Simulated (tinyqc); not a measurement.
What each parameter does: square lattice in a magnetic field (Harper-Hofstadter model).

Landau gauge, lattice period 1: the magnetic cell has q sites j = 0 to q - 1 along x. H_jj = -2 ty cos(ky + 2 pi p j/q), H_(j,j+1) = -tx, and the bond from q - 1 back to 0 is H_(q-1,0) = -tx exp(i q kx). The levels depend on k only through cos(q kx) and cos(q ky), so the band edges lie at (0, 0) and (pi/q, pi/q).

Parameters, chosen for this exercise: p = 4 (flux per plaquette p/q, in units of h/e); q = 5; tx = 1.5 meV (hopping along x); ty = 1.5 meV (hopping along y).

Bottom and width of band 1, the first gap and the total width of all bands.

Results for these values:
```
case,bottom (meV),width (meV),first gap (meV),total width (meV)
base,-4.4497,0.0965,2.3305,2.6778
```

What happens to each result for p = 1, all else kept?

Answer: bottom does not change at the printed digits; width does not change at the printed digits; first gap does not change at the printed digits; total width does not change at the printed digits.

The same for each parameter in turn:
```
case,bottom (meV),width (meV),first gap (meV),total width (meV)
base,-4.4497,0.0965,2.3305,2.6778
tx = 1.8 meV,-4.9082,0.1148,2.5215,3.1138
ty = 1.125 meV,-3.9202,0.1015,1.9583,2.6667
p = 1,-4.4497,0.0965,2.3305,2.6778
q = 7,-3.9165,0.1176,0.4284,1.9523
```

Flux p/q and 1 - p/q have the same spectrum: reversing the field leaves it alone, and one whole quantum is a gauge change.

Computed by tinyqc, a small Python program: `OMP_NUM_THREADS=1 python tinyqc.py 1251583 1251584 out.jsonl` (the numbers bound the seed that draws the inputs); one thread of a shared host (Intel(R) Xeon(R) Processor @ 2.30GHz), about 0.04 s for the whole set of steps.
